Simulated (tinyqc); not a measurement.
Transmission against field: band-to-band tunnelling across a p-n junction in a two-band chain.

Sites alternate A at -Eg/2 and C at +Eg/2 with hopping -t; near the edges, with k counted from the zone boundary pi/a, E^2 = (Eg/2)^2 + (t a k)^2, so t = sqrt(c Eg/m)/a gives the mass m, c = hbar^2/2m0. In the gap cosh(q a) = 1 + (Eg^2/4 - e^2)/(2 t^2), e the energy from the local mid-gap. The potential is V0 = Eg + ov on the p side (left), 0 on the n side, and falls linearly over the 2N sites of the junction, V_j = V0 (1 - j/(2N + 1)), j = 1 to 2N, site 1 being A. E = Eg/2 + x ov. A half chain that ends on a site of level e1 with neighbour e2 has g = (1 + z)/(E - e1), z = exp(-/+ i k a) the root with Im g < 0, cos(k a) = (E - e1)(E - e2)/(2 t^2) - 1. S_L = t^2 g (ending on C, shifted by V0), S_R = t^2 g (starting on A). T = 4 Im(S_L) Im(S_R) |G_(1,2N)|^2.

Constants: hbar^2/2m0 = 3.80998211 eV angstrom^2.

Values chosen for the exercise (gap and mass near those of InAs; not measured data):
```
symbol  value   unit      meaning
Eg      0.368   eV        gap
m       0.0227  m0        mass of electron and light hole
a       5       angstrom  period (two sites)
ov      0.28    eV        overlap: top of the valence band on the p side above the conduction edge on the n side
x       0.71              energy above the n-side conduction edge, as a share of ov
```

N is varied at fixed V0 and E. WKB: exp(-2 I/F) with I = pi Eg^2/(8 t a), F = V0/((2N + 1) a/2); this is the Landau-Zener result for a uniform field.

Against N:
```
N   F (MV/cm)  exponent  T, chain    T, WKB  ratio
5       2.356     0.574     0.555     0.563  0.985
8       1.525     0.888     0.463     0.412  1.125
12      1.037     1.305     0.336     0.271  1.239
18      0.701     1.932     0.187     0.145  1.289
26      0.489     2.767    0.0787    0.0628  1.252
38      0.337     4.020    0.0211    0.0179  1.176
55      0.234     5.796   0.00346   0.00304  1.138
80      0.161     8.406  0.000244  0.000223  1.093
```

What does the comparison show, and why?

T falls from 0.555 at 2.36 to 0.000244 at 0.16 MV/cm. ln T against 1/F has slope -1.376 MV/cm between the rows N = 38 and 80, against -2I = -1.353. The ratio to WKB stays between 0.98 (N = 5) and 1.29 (N = 18): the exponent decides, and the ratio holds the reflections where the field begins and ends and the lattice correction to q, which scales the exponent and so grows with N.

tinyqc: `OMP_NUM_THREADS=1 python tinyqc.py 1450883 1450884 out.jsonl`; about 0.01 s, one thread, shared Intel(R) Xeon(R) Processor @ 2.30GHz.
